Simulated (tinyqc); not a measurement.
Surface potential of a MOS transistor: implicit equation and explicit approximations: one step of the calculation.

p-type body, charge-sheet picture, depletion and inversion only, full ionisation (an idealisation for deep acceptors), Boltzmann statistics (rough once Na exp(x - xn) passes about Nc/7). In units of Vt: xg = (Vg - Vfb)/Vt, x = psi/Vt, G = gamma/sqrt(Vt), xn = (2 phiF + Vc)/Vt. The implicit equation is (xg - x)^2 = G^2 [x - 1 + exp(x - xn)] for x above about 3. Cox = eps0 eox/tox.

Problem. Potential, charges and gate control. psi = Vt x; N_dep = Cox Vt G sqrt(x - 1)/q; N_inv = (Cox Vt G/q) [sqrt(x - 1 + exp(x - xn)) - sqrt(x - 1)]; dpsi/dVg = 1/[1 + G^2 (1 + exp(x - xn))/(2 (xg - x))].

Inputs (values chosen for the exercise); band and dielectric values close to those of silicon: temperature T = 300 K; relative permittivity of the gate insulator (close to silicon dioxide) eox = 3.9; insulator thickness tox = 2.8 nm; channel-body voltage Vc = 0.5 V.

Constants: q = 1.602176634e-19 C, kB = 1.380649e-23 J/K, Vt = kB T/q, eps0 = 8.8541878128e-14 F/cm where lengths are in cm. Results are converted to the units shown.

converged x = 53.737009
G = 1.4815687
xn = 53.729542
xg = 64.598484

Find: psi; N_dep; N_inv; dpsi/dVg.

Solution.

psi = 1.389 V
N_dep = 2.141e12 cm^-2
N_inv = 2.035e10 cm^-2
dpsi/dVg = 0.8314

psi lies 0.0075 Vt above 2 phiF + Vc.

Numbers from tinyqc (`OMP_NUM_THREADS=1 python tinyqc.py 2122207 2122208 out.jsonl`; about 0.01 s on one thread of a shared Intel Xeon 2.30GHz).
